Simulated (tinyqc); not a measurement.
Bandgap voltage reference from two bipolar transistors: two steps of the calculation.

Two transistors of area 1 and N carry the same current I. Is(T) = Is (T/T0)^eta exp[(Vg0 q/kB)(1/T0 - 1/T)], VBE1 = Vt ln(I/Is(T)) + I rb, VBE2 = Vt ln(I/(N Is(T))) + I rb/N. The amplifier forces I R1(T) = VBE1 - VBE2 + Vos, with R(T) = R (1 + tc (T - T0)) for both resistors, and the output is Vref = VBE1 + I R2(T). Base currents and the Early effect are neglected.

Values chosen for this exercise; values of the order met in silicon bipolar transistors: reference temperature T0 = 298 K; band-gap voltage extrapolated to 0 K Vg0 = 1.192 V; temperature exponent of the saturation current eta = 4; saturation current of the unit transistor at T0 Is = 1.5e-17 A; area ratio of the second transistor N = 4; resistor across which the difference of VBE falls, at T0 R1 = 3.5 kohm; temperature coefficient of both resistors tc = 0 ppm/K; offset of the amplifier Vos = 0 mV; series resistance of the unit transistor rb = 44 ohm; output resistor at T0 R2 = 58.71 kohm.

Constants: q = 1.602176634e-19 C, kB = 1.380649e-23 J/K. Results are converted to the units shown.

Problem 1. Operating point at the reference temperature. Vt = kB T/q; I = (Vt ln N + Vos)/(R1(T) - rb (1 - 1/N)). Evaluate at T = T0.

Give: Vt; I; Is(T); VBE1; I R2; Vref.

Solution 1.

Vt = 0.02568 V
I = 10.27 uA
Is(T) = 1.500e-17 A
VBE1 = 0.7003 V
I R2 = 0.6028 V
Vref = 1.303 V

Problem 2. Resistor for zero slope at T0, ideal case. With tc = 0, Vos = 0 and rb = 0 the current is proportional to T, dVBE/dT = (VBE - Vg0 - (eta - 1) Vt)/T, and Vref has zero slope at T0 when Vref = Vg0 + (eta - 1) Vt0. Find VBE1, its slope, that Vref, R2/R1 and the curvature d2Vref/dT2 = -(eta - 1) kB/(q T0).

Wanted: VBE1; dVBE/dT; Vref; R2/R1; curvature.

Solution 2.

VBE1 = 0.69958 V
dVBE/dT = -1.9109 mV/K
Vref = 1.2690 V
R2/R1 = 15.996
curvature = -0.86752 uV/K^2

Program tinyqc, `OMP_NUM_THREADS=1 python tinyqc.py 2062090 2062091 out.jsonl`; Intel Xeon 2.30GHz, shared host, one thread, about 0.03 s.
